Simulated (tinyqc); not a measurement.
Ferroelectric switching, Landau-Khalatnikov equation: two steps of the calculation.

One domain: rho dP/dt = E - (2 al P + 4 be P^3), with al = -3 sqrt(3) Ec/(4 Pr), be = 3 sqrt(3) Ec/(8 Pr^3), so that the static loop has remanence Pr and coercive field Ec. With P in uC/cm^2, E in kV/cm, rho in ohm m and t in ns, dP/dt = [E - 2 al P - 4 be P^3]/(100 rho).

Parameters, values chosen for the exercise; remanent polarisation and coercive field close to those of barium titanate films: remanent polarisation Pr = 22 uC/cm^2; static coercive field Ec = 38 kV/cm; viscosity of the polarisation rho = 5.9 ohm m; field amplitude Em = 110 kV/cm; time step dt = 80 ns.

Problem 1. Landau coefficients and time scales. al = -3 sqrt(3) Ec/(4 Pr), be = 3 sqrt(3) Ec/(8 Pr^3). Relaxation time at remanence tau = 100 rho/(-4 al); final state: the largest root Pf of 2 al P + 4 be P^3 = Em; relaxation time there 100 rho/(2 al + 12 be Pf^2).

Give: al; be; tau; Pf; relaxation time at Pf.

Solution 1.

al = -2.244 kV cm/uC
be = 0.002318 kV cm^5/uC^3
tau = 65.74 ns
Pf = 29.72 uC/cm^2
relaxation time at Pf = 29.38 ns

Problem 2. One time step. The constant field E = Em acts from t = 0. Implicit Euler: P(new) solves P(new) = P + dt dP/dt(P(new)), a cubic with one real root; the rate listed is (P(new) - P)/dt.

P after step 1 = -12.226610 uC/cm^2
al = -2.2437931 kV cm/uC
be = 0.0023179681 kV cm^5/uC^3

Find: dP/dt; P after step 2.

Solution 2.

dP/dt = 0.2294 uC/(cm^2 ns)
P after step 2 = 6.128 uC/cm^2

Numbers from tinyqc (`OMP_NUM_THREADS=1 python tinyqc.py 2860064 2860065 out.jsonl`; about 0.06 s on one thread of a shared Intel Xeon 2.30GHz).
